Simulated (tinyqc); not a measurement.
Worked calculation: two-step dopant diffusion (predeposition and drive-in) with a constant diffusivity. Computed by tinyqc, a small Python program that keeps every step. Command: `OMP_NUM_THREADS=1 python tinyqc.py 3007807 3007808 out.jsonl dopdiff walk`. One thread of a shared host (Intel(R) Xeon(R) Processor @ 2.30GHz), about 0.05 s of CPU time with the checks. Intermediate numbers are printed to about 6 digits and carried at full precision; extremes and crossings named in words are read from the listed rows.

Fick diffusion into a half space x > 0 whose background doping C_B is of the opposite type, so that a junction lies where C = C_B.

Inputs (values chosen for the exercise, modelled on antimony in silicon):

| quantity | value | unit |
|---|---|---|
| prefactor D0 | 4.02 | cm^2/s |
| activation energy E | 3.9 | eV |
| surface concentration C_s | 1.9e+19 | 1/cm^3 |
| background doping C_B | 3.6e+14 | 1/cm^3 |
| predeposition temperature T1 | 850 | C |
| predeposition time t1 | 5 | min |
| drive-in temperature T2 | 1025 | C |
| drive-in time t2 | 60 | min |
| mean mobility in the layer mu | 290 | cm^2/(V s) |

Furnace ramps of the drive-in: none.

Constants: k_B = 8.617333262e-05 eV/K; e = 1.602176634e-19 C.

## Diffusivities

D = D0 exp(-E/(k_B T)). Temperatures in kelvin are T(C) + 273.15. Times in seconds are 60 times the minutes.

D1 = 1.27121e-17 cm^2/s

D2 = 2.90633e-15 cm^2/s

product D1 t1 = 3.81363e-15 cm^2

## Thermal budget of the drive-in

(Dt)2 = D2 t2, t2 in seconds.

drive-in budget (Dt)2 = 1.04628e-11 cm^2

## Predeposition

C = C_s erfc(x/(2 sqrt(D1 t1))); dose Q = 2 C_s sqrt(D1 t1/pi); the junction solves erfc(z) = C_B/C_s with x_j = 2 z sqrt(D1 t1).

dose Q = 1.32397e+12 1/cm^2

z = 3.02426

junction depth after predeposition = 0.00373524 um

## Drive-in as a Gaussian

With a sealed surface and a thin source, C = Q/sqrt(pi (Dt)2) exp(-x^2/(4 (Dt)2)); x_j = 2 sqrt((Dt)2 ln(C(0)/C_B)); gradient at the junction |dC/dx| = C_B x_j/(2 (Dt)2).

surface concentration C(0) (Gaussian) = 2.30929e+17 1/cm^3

junction depth x_j = 0.164474 um

gradient at the junction = 2.82958e+20 1/cm^4

The drive-in moves the junction from 0.00374 to 0.164 um and lowers the surface value by a factor 82.3. Caution: C_s exceeds the intrinsic carrier density of silicon at the predeposition temperature (2e18 to 1e19 per cm^3), where real diffusivities rise with concentration and profiles turn box-like.

## Sheet resistance

Net dose Q_net = Q erf(x_j/(2 sqrt((Dt)2))) - C_B x_j; R_s = 1/(e mu Q_net), with every dopant ionised and one mobility.

net dose = 1.31762e+12 1/cm^2

sheet resistance R_s (Gaussian) = 16334.3 ohm/square

## Exact junction depth

Exact two-step profile: C = (2 C_s/pi) int_0^alpha exp(-beta (1 + u^2))/(1 + u^2) du with alpha = sqrt(D1 t1/(Dt)2), beta = x^2/(4 (D1 t1 + (Dt)2)). The integral takes 48 Gauss-Legendre points; solve C(x) = C_B.

exact junction depth = 0.164492 um

## Gaussian against the exact two-step profile

Gaussian: C = Q/sqrt(pi (Dt)2) exp(-x^2/(4 (Dt)2)). Depths are fractions of the Gaussian x_j.

Profiles:

| x/x_j | x (um) | Gaussian (1/cm^3) | exact (1/cm^3) | ratio |
|---|---|---|---|---|
| 0.0 | 0.000000 | 2.30929e+17 | 2.30901e+17 | 1.00012 |
| 0.2 | 0.032895 | 1.78317e+17 | 1.78306e+17 | 1.00006 |
| 0.4 | 0.065789 | 8.20977e+16 | 8.21084e+16 | 0.99987 |
| 0.6 | 0.098684 | 2.25370e+16 | 2.25470e+16 | 0.99956 |
| 0.8 | 0.131579 | 3.68881e+15 | 3.69207e+15 | 0.99912 |
| 1.0 | 0.164474 | 3.60000e+14 | 3.60522e+14 | 0.99855 |
| 1.2 | 0.197368 | 2.09481e+13 | 2.09930e+13 | 0.99786 |

With D1 t1/(Dt)2 = 3.6e-4, the Gaussian is 0.012 % high at the surface and 0.14 % low at its own junction; the exact junction lies at 0.1645 um, 0.011 % deeper. The dose is the same, but the real source already has a width, which is negligible here.

Checks made by the program: exact profile against the direct convolution of the erfc with the Gaussian kernel (relative difference below 1e-10).
